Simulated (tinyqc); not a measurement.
On-chip interconnect, size-dependent resistivity and RC delay: two steps of the calculation.

A rectangular line between two neighbours and two ground planes. Surface and grain-boundary scattering are added to the bulk resistivity as corrections; capacitances are parallel-plate values without fringing; inductance is ignored.

Inputs (values chosen for the exercise); metal values close to those of aluminium:
```
symbol,value,unit,meaning
Lw,25,um,line length
Rd,1900,ohm,driver resistance
Cl,0.13,fF,load capacitance
dt,5,ps,time step
```

Problem 1. Ladder and Elmore delays. 4 equal pi sections: series Rs = r Lw/4; node capacitances c Lw/4, halved at nodes 0 and 4, with Cl added to node 4; Rd feeds node 0. Elmore delay of node k: the sum, over the resistors on the path to k, of resistance times all capacitance downstream of it.

r = 488.85922 ohm/um
c = 0.16085108 fF/um

Wanted: Rs; C; Elmore delay.

Solution 1.

Rs = 3055 ohm

```
node  C (fF)  Elmore delay (ps)
0     0.5027              7.887
1      1.005              19.04
2      1.005              27.11
3      1.005              32.12
4     0.6327              34.05
```

The far-end value equals Rd (c Lw + Cl) + r Lw (c Lw/2 + Cl) for any number of pi sections; the line resistance contributes 76.8 % of it.

Problem 2. Node voltages after a time step. A 1 V step is applied behind Rd at t = 0. C dv/dt = -G v + b, with G the conductance matrix of the ladder (1/Rs between neighbours, 1/Rd added at node 0) and b = (1 V/Rd, 0, ...). Trapezoidal step: (C/dt + G/2) v(new) = (C/dt - G/2) v + b.

Rs = 3055.3702 ohm

```
node      C (fF)  v at t = 0 (V)
0     0.50265962               0
1      1.0053192               0
2      1.0053192               0
3      1.0053192               0
4     0.63265962               0
```

Give: v at t = 1 dt.

Solution 2.

v at t = 1 dt, node 0 to 4 (V): [1.1187, 0.3887, 0.1362, 0.0511, 0.0288]

Node 0 overshoots the 1 V source: the trapezoidal rule rings on modes much faster than dt.

Range of the model: The metal width is under the mean free path, where the thick-limit surface term and the simple sum of corrections lose accuracy.

Computed by the program tinyqc: `OMP_NUM_THREADS=1 python tinyqc.py 2100073 2100074 out.jsonl`, one thread of a shared Intel Xeon 2.30GHz, about 0.01 s for the whole run.
